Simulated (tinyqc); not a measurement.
# From thickness with the thin-film term back to time t

Model: Deal-Grove kinetics of thermal oxidation of silicon. Computed by tinyqc, a small Python program. Command: `OMP_NUM_THREADS=1 python tinyqc.py 3003635 3003636 out.jsonl oxide inv`. One thread of a shared host (Intel(R) Xeon(R) Processor @ 2.30GHz), about 0.2 s of CPU time with the checks.

Oxidant diffuses through the oxide and reacts at the interface, so that dx/dt = B/(A + 2x) for the oxide thickness x.

Inputs (values chosen for the exercise, close to those used for silicon):

| quantity | value | unit |
|---|---|---|
| prefactor B0 | 819 | um^2/h |
| activation energy E_B | 1.24 | eV |
| prefactor (B/A)0 | 3.88e+06 | um/h |
| activation energy E_A | 2 | eV |
| temperature T | 1150 | C |
| oxidant pressure p | 1 | atm |
| pressure exponent m of B/A | 0.75 | - |
| initial oxide x_i | 0.05 | um |
| ratio c of the extra rate to B/A | 4.8 | - |
| decay length L | 0.0093 | um |

Ambient: dry oxygen. Surface: (100). Extension: thin-film term.

Constants: k_B = 8.617333262e-05 eV/K.

Method:
- B = B0 p exp(-E_B/(k_B T)), B/A = (B/A)0 p^m exp(-E_A/(k_B T)), p in atm; A = B/(B/A).
- Temperatures in kelvin are T(C) + 273.15.
- Thin-film (Massoud) form: dx/dt = B/(A + 2x) + c (B/A) exp(-x/L), integrated from x_i by fourth-order Runge-Kutta in 2000 steps, the i-th of length (2 i - 1) t/2000^2.

Task: A run gave the result below. Find the time t, known to lie between 0.39 and 0.87 h.

thickness with the thin-film term = 0.1149374 um

Result:

Each step takes the trial c = (a f_b - b f_a)/(f_b - f_a), f being the result less the target and a, b, c the logarithms of the listed values; c replaces end b, the old b replaces a if the sign of f changed, and otherwise f_a is halved.

Scan of the range:

| time t (h) | thickness with the thin-film term (um) |
|---|---|
| 0.390 | 0.101269 |
| 0.446 | 0.107238 |
| 0.510 | 0.113796 |
| 0.582 | 0.120876 |
| 0.666 | 0.128786 |
| 0.761 | 0.137333 |
| 0.870 | 0.146687 |

False position (Illinois rule, in the logarithm of the input) inside the bracket:

| step | end a | end b | trial | thickness with the thin-film term (um) |
|---|---|---|---|---|
| 1 | 0.510000 | 0.582000 | 0.520971 | 0.114895 |
| 2 | 0.582000 | 0.520971 | 0.521384 | 0.114936 |
| 3 | 0.582000 | 0.521384 | 0.521415 | 0.114939 |
| 4 | 0.521384 | 0.521415 | 0.521400 | 0.114937 |

Thickness with the thin-film term rises at every point of a 13-point scan of the range (every second point is shown), so one value fits; it is bracketed by 0.510 and 0.582. Answer: time t = 0.5214 h.
